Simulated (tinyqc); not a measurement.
From results back to parameters: static screening by free carriers. Two cases, with inputs chosen for the exercise.

Problem. At zero temperature the gas shows Friedel oscillations of period pi/kF and a Thomas-Fermi length 1/qTF; n and m are hidden.

kF = (3 pi^2 n/Mv)^(1/3), EF = c kF^2/m with c = hbar^2/2m0, n in 1/angstrom^3 (1e-24 per 1/cm^3), e2 = e^2/(4 pi eps0). Thomas-Fermi: qTF^2 = 6 pi e2 n/(eps EF). Debye: qD^2 = 4 pi e2 n/(eps kB T).

Constants: hbar^2/2m0 = 3.80998211 eV angstrom^2; e^2/(4 pi eps0) = 14.39964547 eV angstrom.

Case 1.

Values chosen (out of a larger set: near those of GaN; not measured data): Mv = 1 (valleys); eps = 9.83 (background dielectric constant).

period = 227.447 angstrom
1/qTF = 39.5600 angstrom

Case 2.

Values chosen (out of a larger set: a free-electron density near that of Na; not measured data): Mv = 1 (valleys); eps = 1 (background dielectric constant).

period = 3.41474 angstrom
1/qTF = 0.672124 angstrom

Find: kF; n; m.

Solution. kF = pi/period and n = Mv kF^3/(3 pi^2); qTF^2 = 2 e2 Mv m kF/(pi eps c) then gives m.

Case 1.

kF = 0.01381 1/angstrom
n = 8.90e+16 1/cm^3
m = 0.189 m0

Case 2.

kF = 0.9200 1/angstrom
n = 2.63e+22 1/cm^3
m = 1.000 m0

Computed by tinyqc, one run a case: `OMP_NUM_THREADS=1 python tinyqc.py N N+1 out.jsonl` with N = 1681511, 1681533; one thread of a shared Intel(R) Xeon(R) Processor @ 2.30GHz, about 0.01 s a run at most.
